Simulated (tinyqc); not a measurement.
Which current rules in forward bias: trap-assisted generation and recombination current of an abrupt junction. Computed by tinyqc, a small Python program. Command: `OMP_NUM_THREADS=1 python tinyqc.py 3022965 3022966 out.jsonl junctionleak walk`. One thread of a shared host (Intel(R) Xeon(R) Processor @ 2.30GHz), about 0.01 s of CPU time with the checks.

Depletion approximation, flat quasi-Fermi levels across the depleted layer, long neutral regions with minority lifetimes tau_n and tau_p, full ionisation and Boltzmann statistics. Voltages in exponents stand for e V.

Inputs (values chosen for the exercise, with bands and screening modelled on InP):
```
quantity                              value    unit
gap E_g                                1.34      eV
electron mass m_e                    0.0759     m_0
valleys M_c                               1       -
hole mass m_h                         0.578     m_0
dielectric constant eps                12.4       -
acceptor density N_A                5.9e+16   cm^-3
donor density N_D                   2.5e+17   cm^-3
capture time tau_n                  4.7e-09       s
capture time tau_p                    5e-07       s
trap level E_t - E_i                      0      eV
electron diffusion coefficient D_n      5.4  cm^2/s
hole diffusion coefficient D_p          2.5  cm^2/s
temperature T                           350       K
```

Field enhancement: none.

Constants: k_B = 8.617333262e-05 eV/K; m_0 = 9.1093837015e-31 kg; k_B = 1.380649e-23 J/K; h = 6.62607015e-34 J s; e = 1.602176634e-19 C; eps_0 = 8.8541878128e-12 F/m.

Method:
- N_c = 2 M_c (2 pi m_e k_B T/h^2)^(3/2) and N_v = 2 (2 pi m_h k_B T/h^2)^(3/2), masses in units of m_0.
- n_i = sqrt(N_c N_v) exp(-E_g/2 k_B T); V_bi = (k_B T/e) ln(N_A N_D/n_i^2); diffusion saturation current J_d0 = e n_i^2 [sqrt(D_n/tau_n)/N_A + sqrt(D_p/tau_p)/N_D].
- W = sqrt(2 eps eps_0 (V_bi - V)(1/N_A + 1/N_D)/e), x_p = W N_D/(N_A + N_D), x_n = W - x_p, peak field F_m = 2 (V_bi - V)/W; reverse bias means V = -V_r.
- Potential from the p edge: phi = (V_bi - V) x^2/(x_p W) on the p side and (V_bi - V)[1 - (W - x)^2/(x_n W)] on the n side; p = N_A exp(-phi/k_B T), n = n_i^2 exp(V/k_B T)/p; U = (n p - n_i^2)/[tau_p (n + n_i exp(dE/k_B T)) + tau_n (p + n_i exp(-dE/k_B T))], dE = E_t - E_i, n1 = n_i exp(dE/k_B T), p1 = n_i exp(-dE/k_B T); J_t = e int U dx by the trapezoid rule on 400 intervals on each side.
- J_d = J_d0 (exp(V/k_B T) - 1). Ideality n = (e/k_B T) dV/d ln J, central difference of 1 mV. The rows stop just below the bias where n = 0.1 p or tau_p n = 0.1 tau_n p at the p edge, or the like at the n edge.

k_B T = 0.0301607 eV

n_i = 6.82408e+08 cm^-3

J_d0 = 4.35315e-14 A/cm^2

Forward characteristic:
```
V (V)  J_t (A/cm^2)  J_d (A/cm^2)  ideality of J_t  ideality of the sum
0.18     2.2248e-08    1.6966e-11           1.6964               1.6955
0.28     1.4136e-07    4.6837e-10           1.8581               1.8529
0.38     8.2627e-07    1.2899e-08           1.8859               1.8605
0.48     4.8177e-06    3.5522e-07           1.8712               1.7656
0.58     2.8775e-05    9.7822e-06           1.8359               1.5147
0.68     1.8000e-04    2.6938e-04           1.7767               1.2123
0.79     1.4747e-03    1.0335e-02           1.6938               1.0539
0.89     1.0286e-02    2.8460e-01           1.8099               1.0159
```

What does the comparison show, and why?

Diffusion overtakes recombination between 0.58 and 0.68 V, and the ideality of the sum goes from 1.70 to 1.02, with a maximum of 1.86 at 0.38 V. The ideality of J_t alone lies between 1.69 and 1.89; it stays below 2 because the zone where n and p are alike widens as the field falls, and at the lowest bias the terms in n1 and p1 lower it too. Caution: one side is doped near or above its effective density of states, so Boltzmann statistics understate V_bi.

Extremes, crossings and ranges named in words are read from the listed rows.
